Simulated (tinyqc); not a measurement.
# Resistance of a circular point contact between the ballistic and the diffusive limit: what changes with what

Two half-spaces of a free-electron metal (one valley, spin 2) meet through a circular opening of radius a in an insulating sheet.

Parameters, values chosen for the exercise:
- n = 5.7e21 cm^-3 (free-electron density)
- l = 4.9 nm (mean free path)
- a = 11 nm (radius of the opening)

Constants: q = 1.602176634e-19 C, hbar = 1.054571817e-34 J s. Results are converted to the units shown.

Each table varies one quantity; the others keep the values above.

## Effect of the radius

kF = (3 pi^2 n)^(1/3), resistivity rho = hbar kF/(n q^2 l). Maxwell: RM = rho/(2 a); Sharvin: RS = 4 rho l/(3 pi a^2); interpolation R = RS + gamma RM, gamma = (1 + 0.83 K)/(1 + 1.33 K), K = l/a.

Effect of the radius:
```
a (nm)  K = l/a  RM (ohm)  RS (ohm)  R (ohm)
1.1       4.455     369.5      1397     1648
2         2.450     203.2     422.6    567.4
3.6       1.361     112.9     130.4    216.0
6.6      0.7424     61.58     38.81    88.89
12       0.4083     33.87     11.74    41.13
22       0.2227     18.47     3.493    20.38
41       0.1195     9.913     1.006    10.41
76      0.06447     5.348    0.2927    5.482
140     0.03500     2.903   0.08625    2.941
```

What does the comparison show?

R falls from 1650 to 2.94 ohm, as a^(-1.78) between the first two rows and a^(-1.02) between the last two (Sharvin -2, Maxwell -1). RM equals RS at a = 8 l/(3 pi) = 4.16 nm. In 1 of the 9 rows kF a is below 10, where the smooth Sharvin count is off by about 2/(kF a), a fifth or more.

## Effect of the mean free path

Same model as above.

The same in every row: RS (ohm) = 13.97.

Effect of the mean free path:
```
l (nm)  K = l/a  RM (ohm)  R (ohm)
0.61    0.05545     296.8    303.1
1.4      0.1273     129.3    136.3
3.4      0.3091     53.25    61.39
8.1      0.7364     22.35    32.16
19        1.727     9.529    21.00
46        4.182     3.936    16.65
110       10.00     1.646    15.04
260       23.64    0.6963    14.41
```

R falls from 303 to 14.4 ohm. RS stays at 14.0 ohm, since rho l depends on n alone, and R is 3.2 % above it in the last row: a cleaner metal cannot lower R below the Sharvin value.

Numbers from tinyqc (`OMP_NUM_THREADS=1 python tinyqc.py 2760135 2760136 out.jsonl`; about 0.01 s on one thread of a shared Intel Xeon 2.30GHz).
